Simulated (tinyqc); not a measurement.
# True capacitance, leakage and series resistance from two frequencies

Problem. A capacitance C in parallel with G and in series with Rs is measured as Cp and D = Gp/(w Cp) at two frequencies. The series reading Cs = Cp (1 + D^2) equals C + G^2/(w^2 C), and Re Z = D/(w Cp (1 + D^2)) = Rs + G/(G^2 + w^2 C^2). Find C, G and Rs.

f (Hz): 10000  1e5
Cp (pF): 3.47044398  3.47043904
D: 0.0501488415  0.00620220477

Answer. w^2 Cs = w^2 C + G^2/C is a straight line in w^2 with slope C; the intercept gives G, and the real part then gives Rs.

C = 3.470 pF
G = 0.01091 uS
Rs = 550.0 ohm

Numbers from tinyqc (`OMP_NUM_THREADS=1 python tinyqc.py 2022170 2022171 out.jsonl`; about 0.01 s on one thread of a shared Intel Xeon 2.30GHz).
